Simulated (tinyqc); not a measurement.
## Off-state leakage of single and stacked transistors: leakage components against the temperature

n-channel devices of unit width. Subthreshold current I(Vg, Vs, Vd) = I0 (T/300 K)^0.5 exp[(Vg - Vs - VT(T) - gb (Vs - Vb) + dd (Vd - Vs))/(nf Vt)] (1 - exp(-(Vd - Vs)/Vt)), VT(T) = VT - cT (T - 300 K). Gate-edge tunnelling Ig (Vd/1 V) exp(ag (Vd - 1 V)), for a gate at 0 V, and band-to-band leakage Ab u exp(-Bb/u), u = Vd - Vb + 1 V, flow at a drain held at V; both are taken as independent of T. In a stack of off transistors (all gates at 0 V) the same subthreshold current passes through each.

One transistor with Vg = Vs = 0, Vd = V; stack factor I(one)/I(two in series).

Inputs (values chosen for the exercise); values of the order met in bulk silicon logic transistors:
```
symbol  value       unit                                             meaning
V         0.7          V                                      supply voltage
VT       0.26          V        threshold at 300 K, zero drain and body bias
cT        0.9       mV/K              fall of the threshold with temperature
I0       0.28      uA/um                       current at threshold at 300 K
nf       1.37                                                   slope factor
dd       0.18                                drain-induced lowering per volt
gb       0.18             rise of the threshold per volt of source-body bias
Ig       3e-5      uA/um                 gate-edge tunnelling current at 1 V
ag        3.4        1/V               exponential slope of the gate current
Ab        300  uA/(um V)      prefactor of band-to-band leakage at the drain
Bb         22          V                             its exponential voltage
Vb       -0.3          V                                        body voltage
```

Constants: q = 1.602176634e-19 C, kB = 1.380649e-23 J/K, Vt = kB T/q. Results are converted to the units shown.

The same in every row: gate edge (nA/um) = 0.007572; band-to-band (nA/um) = 10.02.

Leakage components against the temperature:
```
T (K)  subthreshold (nA/um)  total (nA/um)  stack factor  largest part
250                 0.09529          10.12         44.25  band-to-band
275                  0.4096          10.44         31.66  band-to-band
300                   1.386          11.41         24.01  band-to-band
325                   3.902          13.93         19.04  band-to-band
350                   9.498          19.53         15.64  band-to-band
375                   20.58          30.61         13.22  subthreshold
400                   40.58          50.61         11.42  subthreshold
425                   74.01          84.04         10.06  subthreshold
```

As T goes from 250 to 425, the total leakage rises from 10.1 to 84.0 nA/um. The band-to-band part leads at T = 250, the subthreshold part from 375 on. The subthreshold part doubles every 28.8 K between the last two rows. The reduction by a stack of two falls from 44.2 to 10.1, for the subthreshold part alone. For T = 375, 400, 425 the gate is within about 3 nf Vt of threshold, where the exponential law overstates the current.

Numbers from tinyqc (`OMP_NUM_THREADS=1 python tinyqc.py 2242093 2242094 out.jsonl`; about 0.03 s on one thread of a shared Intel Xeon 2.30GHz).
